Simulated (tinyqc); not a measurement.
Worked calculation: surface photovoltage measurement of the minority-carrier diffusion length in a wafer. Computed by tinyqc, a small Python program that keeps every step. Command: `OMP_NUM_THREADS=1 python tinyqc.py 3130217 3130218 out.jsonl spv walk`. One thread of a shared host (Intel(R) Xeon(R) Processor @ 2.30GHz), about 0.01 s of CPU time with the checks. Intermediate numbers are printed to about 7 digits and carried at full precision; extremes and crossings named in words are read from the listed rows.

Low injection, steady light, a depletion layer much thinner than 1/alpha and L. The excess density dn is taken at the front edge of the neutral region; light that reaches the back is lost.

Inputs (values chosen for the exercise, modelled on p-type silicon at room temperature):
```
quantity                                              value               unit
diffusion length L                                      270         micrometre
wafer thickness W                                       625         micrometre
diffusivity D                                          25.9             cm^2/s
front recombination velocity S_f                       2000               cm/s
back recombination velocity S_b                         200               cm/s
photon flux entering                                2.1e+11         1/(cm^2 s)
minority density at the surface barrier scale n_0   1.6e+08             1/cm^3
temperature T                                           298                  K
wavelength                                              958                 nm
relative noise of each reading                          0.5                  %
diffusion length after pair splitting over L           0.56                  -
iron factor C                                      1.05e+16  micrometre^2/cm^3
```

Constants: k_B = 8.617333262e-05 eV/K.

## One wavelength

alpha = (84.732/lambda - 76.417)^2 per cm with lambda in micrometre (an empirical fit for silicon between 0.7 and 1.05 micrometre). Thick wafer: dn = Phi L/((S_f + D/L)(L + 1/alpha)). Finite wafer, with s = S_b L/D, w = W/L, a = alpha L: dn = [Phi a/(a^2 - 1)] [a - B - exp(-alpha W)(a - s)/(cosh w + s sinh w)]/(S_f + B D/L), B = (sinh w + s cosh w)/(cosh w + s sinh w). Photovoltage V = (k_B T/e) ln(1 + dn/n_0). Lifetime = L^2/D.

alpha = 144.7152 1/cm

penetration depth 1/alpha = 69.10123 micrometre

dn, thick wafer = 5.650289e+07 1/cm^3

B = 0.9872986

dn, finite wafer = 5.698297e+07 1/cm^3

photovoltage V = 7.823180 mV

lifetime = 28.14672 microsecond

Caution: dn is not small against n_0, so V is not linear in the flux; the constant-flux reading then needs dn, not V.

## The linear plot

normal deviates g for the noise: -0.50  2.10  -0.19  0.73  -0.65  -1.92  1.14

Readings y = (Phi/dn) (1 + noise x g) at 780, 830, 880, 920, 950, 975 and 995 nm; a least-squares line y = c (1/alpha + L_app) gives L_app = intercept/slope.

Readings:
```
lambda (nm)  1/alpha (micrometre)  y (cm/s)  line (cm/s)
780                        9.6364  3043.197     3056.551
830                       15.1760  3143.029     3114.934
880                       25.3298  3216.261     3221.950
920                       40.6576  3395.588     3383.496
950                       61.2783  3590.819     3600.826
975                       90.9173  3877.537     3913.204
995                      130.8877  4359.000     4334.469
```

slope = 10.53943 cm/(s micrometre)

apparent length L_app = 280.3747 micrometre

error of L_app (rounded to 0.001) = 3.842 %

Without noise the error would be +3.2 %, from the finite thickness at W/L = 2.3. S_f scales all readings alike and leaves L_app unchanged.

## Where the wafer is too thin

No noise; L is varied at fixed W, and the last two columns set S_b to 0 and to 1e7 cm/s.

Apparent length (micrometre):
```
L            W/L  given S_b   S_b = 0  S_b = 1e7
31.2    20.03205     31.200    31.200    31.2000
62.5    10.00000     62.500    62.500    62.4998
125.0    5.00000    125.092   125.115   124.8542
188.0    3.32447    189.472   190.024   185.7057
312.0    2.00321    327.268   338.142   285.5360
500.0    1.25000    557.007   647.187   376.1286
812.0    0.76970    899.630  1396.394   438.2320
1310.0   0.47710   1236.726  3034.829   468.9407
2500.0   0.25000   1513.248  7352.900   484.6579
```

With a fast back surface L_app levels off, at 485 micrometre in the last row; with a passive one it reaches up to 2.94 times L among these rows and is 7350 in the last. All three columns are within 5 % of L down to W/L = 3.3.

## Iron from two lengths

Splitting iron-boron pairs in boron-doped silicon shortens L; with nothing else changing, [Fe] = C (1/L_after^2 - 1/L^2). It is evaluated with the true lengths and with the apparent ones (without noise), which differ when the wafer is not thick against L.

L_after = 151.2 micrometre

[Fe] from the true lengths = 3.152557e+11 1/cm^3

[Fe] from the apparent lengths = 3.218480e+11 1/cm^3

bias, apparent over true less 1 (rounded to 0.001) = 2.091 %

Checks made by the program: dn against a finite-difference solution (relative difference 7e-07).
